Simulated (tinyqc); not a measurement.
Thermal resistances of a two-die stack.

Question. Heat leaves through the lower die only, and the system is linear. Find the resistance R1 from the lower die to the coolant, R2 between the dies, and the rise of the upper die when both are powered.

Inputs (values chosen for the exercise): power of the lower die P1 = 16 W; power of the upper die P2 = 5.5 W.

rises of the lower and upper die with only the lower one powered (K): 4.48  4.48
rises of the lower and upper die with only the upper one powered (K): 1.54  3.685

Solution. With only the lower die powered no heat crosses R2, so both dies rise by P1 R1; the difference in the second test is P2 R2; rises add.

R1 = 0.280 K/W
R2 = 0.390 K/W
rise of the upper die = 8.16 K

Computed by the program tinyqc: `OMP_NUM_THREADS=1 python tinyqc.py 2162180 2162181 out.jsonl`, one thread of a shared Intel Xeon 2.30GHz, about 0.03 s for the whole run.
